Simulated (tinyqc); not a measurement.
From a target to a composition: model-solid line-up of a strained alloy layer on a substrate.

Problem. A layer of the alloy is strained to the substrate, and its gap (Ec minus the top valence edge) is given. Find x between 0.02 and 0.78, where the gap is monotonic.

All values of the alloy are linear in x but the gap, Eg(x) = (1 - x) Eg_A + x Eg_B - C x (1 - x), and the valence edge, Ev(x) = (1 - x) Ev_A + x Ev_B + fv C x (1 - x); Ec = Ev + Eg. Ev is the top of the unstrained valence band on a scale common to all materials. In the layer only the Gamma valley of the conduction band is followed, also where an X or L valley would lie lower.

Coherent growth on a (001) face: e_par = (a_s - a)/a, e_perp = -2 (C12/C11) e_par; exx = eyy = e_par, ezz = e_perp, no shear.

Strained edges: Ec + ac tr(e); the valence edges are Ev plus the levels of the 6 x 6 matrix of X, Y, Z times spin with -Dso/3 + l exx + m (eyy + ezz) on the diagonal (cyclic), n exy off it, l = av + 2 b, m = av - b, n = sqrt(3) d. Spin-orbit term (Dso/3) L.sigma on X, Y, Z with (L_k)_ij = -i epsilon_kij: <X+|H|Y+> = -i Dso/3, <X+|H|Z-> = Dso/3, <Y+|H|Z-> = -i Dso/3, <Z+|H|X-> = -Dso/3, <Z+|H|Y-> = i Dso/3, <X-|H|Y-> = i Dso/3, and their conjugates; + and - are the spin along z.

Values chosen for the exercise (A near GaAs, B near GaP, substrate near Ge; the results hold for these values, not for the real material):

| symbol | value | unit | meaning |
|---|---|---|---|
| a | (5.66, 5.457) | angstrom | lattice constant of A, B |
| Eg | (1.512, 2.914) | eV | gap at Gamma to the s-like level of A, B |
| Dso | (0.341, 0.079) | eV | spin-orbit splitting of A, B |
| Ev | (-0.8, -1.28) | eV | top of the unstrained valence band of A, B |
| ac | (-7.14, -8.11) | eV | conduction deformation potential of A, B |
| av | (1.15, 1.72) | eV | valence hydrostatic potential of A, B |
| b | (-2, -1.61) | eV | tetragonal shear potential of A, B |
| d | (-4.84, -4.59) | eV | trigonal shear potential of A, B |
| C11 | (123.3, 139.7) | GPa | of A, B |
| C12 | (57, 61.2) | GPa | of A, B |
| C44 | (59.3, 69.5) | GPa | of A, B |
| C | 0.213 | eV | bowing of the gap |
| fv | 0 |  | share of the bowing taken by the valence edge |
| a_s | 5.665 | angstrom | substrate |
| face | 001 |  | growth face |

strained gap = 1.624987 eV

Find: x; e_par; gap of the relaxed alloy.

Solution. Bisect on x; the strained gap is 1.5152 eV at x = 0.02 and 2.0986 eV at x = 0.78.

x = 0.170
e_par = 0.702 %
gap of the relaxed alloy = 1.720 eV

tinyqc: `OMP_NUM_THREADS=1 python tinyqc.py 1050644 1050645 out.jsonl`; about 0.01 s, one thread, shared Intel(R) Xeon(R) Processor @ 2.30GHz.
